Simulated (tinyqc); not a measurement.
Crystal pulling from the melt: segregation, interface stability, heat balance and point-defect regime: one step, computed by the program tinyqc.

A dilute solute; steady pulling with a flat interface unless it is found unstable.

Problem. Boundary layer and effective coefficient. delta = 1.61 D^(1/3) nu^(1/6) omega^(-1/2), omega = 2 pi rpm/60; k_eff = k0/[k0 + (1 - k0) exp(-V delta/D)] (Burton, Prim and Slichter); the melt at the interface is enriched by k_eff/k0.

Inputs (values chosen for the exercise, modelled on aluminium in silicon):
```
quantity,value,unit
equilibrium coefficient k0,0.0019,-
diffusivity in the melt D,0.0003,cm^2/s
kinematic viscosity nu,0.003,cm^2/s
crystal rotation,12,rpm
pull rate V,1.2,mm/min
```

Give: boundary layer delta; V delta/D; k_eff; enrichment at the interface.

Solution.

boundary layer delta = 365.13 micrometre

V delta/D = 0.24342

k_eff = 0.0024224

enrichment at the interface = 1.2749

k_eff has moved 0.1 % of the way from k0 to 1. A 10 % ripple of V gives striations of 2.43 % in C_s, since d ln k_eff/d ln V = (1 - k_eff) V delta/D.
